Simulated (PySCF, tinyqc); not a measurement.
Inside a calculation. Method: CISD on RHF in the 3-21g basis, for H2, spin multiplicity 1. The lowest restricted solution is unstable here: a spin-polarised one lies 0.0135 hartree lower (PySCF). One step of it, computed by the program tinyqc.

Task: CISD: determinants and Hamiltonian. Slater-Condon rules over spin orbitals, with the nuclear repulsion added and E(HF) subtracted on the diagonal. Only determinants linked to the reference directly or through others are kept (one block of an abelian symmetry group), so some states are absent.

one-electron integrals over orbitals h = C^T H C (hartree):
```
[[-0.939119, 0.000000, 0.000000, -0.092296],
 [0.000000, -0.666994, 0.157233, 0.000000],
 [0.000000, 0.157233, 0.266817, 0.000000],
 [-0.092296, 0.000000, 0.000000, 0.304137]]
```

Two-electron integrals over orbitals (pq|rs), unique and non-zero (hartree):
```
(11|11) 0.496075    (21|21) 0.143248    (22|11) 0.447783    (22|22) 0.432571
(31|21) -0.071374   (31|31) 0.079853    (32|11) -0.114303   (32|22) -0.088798
(32|32) 0.087039    (33|11) 0.490445    (33|22) 0.457487    (33|32) -0.142262
(33|33) 0.541993    (41|11) 0.092296    (41|22) 0.082560    (41|32) -0.076704
(41|33) 0.132107    (41|41) 0.077146    (42|21) 0.060770    (42|31) -0.070966
(42|42) 0.066138    (43|21) -0.163928   (43|31) 0.114320    (43|42) -0.100266
(43|43) 0.229722    (44|11) 0.491579    (44|22) 0.453433    (44|32) -0.140574
(44|33) 0.533350    (44|41) 0.123285    (44|44) 0.533318
```

nuclear repulsion = 0.37371272 hartree

Hartree-Fock energy = -1.00844929 hartree

Give: determinants; H - E(HF) between determinants.

Result:

Occupation strings over the orbitals (2 doubly, a alpha, b beta, 0 empty; spin orbitals ordered 1a 1b 2a 2b ...): 2000 a00b b00a 0200 0ab0 0ba0 0020 0002

H - E(HF) between determinants (hartree), order 2000, a00b, b00a, 0200, 0ab0, 0ba0, 0020, 0002:
```
[[0.0000, 0.0000, 0.0000, 0.1432, -0.0714, 0.0714, 0.0799, 0.0771],
 [0.0000, 1.2388, -0.0771, 0.0608, -0.1639, 0.0710, 0.1143, 0.0310],
 [0.0000, -0.0771, 1.2388, -0.0608, 0.0710, -0.1639, -0.1143, -0.0310],
 [0.1432, 0.0608, -0.0608, 0.4807, 0.0684, -0.0684, 0.0870, 0.0661],
 [-0.0714, -0.1639, 0.0710, 0.0684, 1.4395, -0.0870, 0.0150, -0.1003],
 [0.0714, 0.0710, -0.1639, -0.0684, -0.0870, 1.4395, -0.0150, 0.1003],
 [0.0799, 0.1143, -0.1143, 0.0870, 0.0150, -0.0150, 2.4578, 0.2297],
 [0.0771, 0.0310, -0.0310, 0.0661, -0.1003, 0.1003, 0.2297, 2.5238]]
```
